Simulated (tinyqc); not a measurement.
Schottky diode by the thermionic emission-diffusion theory: two steps of the calculation.

Metal on an n-type semiconductor with one parabolic valley; V > 0 is forward bias (metal positive). The band bends as a parabola over the depletion layer, by Vd = Vbi - V; no image force. Carriers drift and diffuse up to the interface and leave it with the velocity vR.

Inputs (values chosen for the exercise); band and dielectric values close to those of gallium arsenide:
- T = 350 K (temperature)
- me = 0.0679 m0 (electron mass)
- eps_r = 13.1 (relative permittivity)
- mun = 81 cm^2/(V s) (electron mobility)
- phi = 0.69 eV (barrier height seen from the metal)
- Nd = 1.1e17 cm^-3 (donor density)
- V = 0.45 V (bias)

Constants: q = 1.602176634e-19 C, kB = 1.380649e-23 J/K, h = 6.62607015e-34 J s, m0 = 9.1093837015e-31 kg, Vt = kB T/q, eps0 = 8.8541878128e-14 F/cm where lengths are in cm. Results are converted to the units shown.

Question 1. Emission velocity. A* = 4 pi q me m0 kB^2/h^3 (times 1e-4 for A/(cm^2 K^2)); Nc = 2 (2 pi me m0 kB T/h^2)^1.5 (times 1e-6 for cm^-3); Vbi = phi - Vt ln(Nc/Nd); vR = A* T^2/(q Nc).

Give: A*; Nc; Vbi; vR.

Answer 1.

A* = 8.1598 A/(cm^2 K^2)
Nc = 5.5950e17 cm^-3
Vbi = 0.64094 V
vR = 1.1151e7 cm/s

vR equals sqrt(kB T/(2 pi me m0)).

Question 2. Diffusion velocity. LD = sqrt(eps0 eps_r Vt/(q Nd)), a = sqrt((Vbi - V)/Vt), D(a) = exp(-a^2) int_0^a exp(s^2) ds (Dawson), vD = mun Vt/(sqrt(2) LD D(a)). For large a, vD tends to mun times the surface field sqrt(2 q Nd (Vbi - V)/(eps0 eps_r)).

Vbi = 0.64094200 V

Wanted: LD; a; D(a); vD; mun times the surface field.

Answer 2.

LD = 14.089 nm
a = 2.5161
D(a) = 0.22124
vD = 5.5420e6 cm/s
mun times the surface field = 6.1701e6 cm/s

Computed by the program tinyqc: `OMP_NUM_THREADS=1 python tinyqc.py 2640011 2640012 out.jsonl`, one thread of a shared Intel Xeon 2.30GHz, about 0.01 s for the whole run.
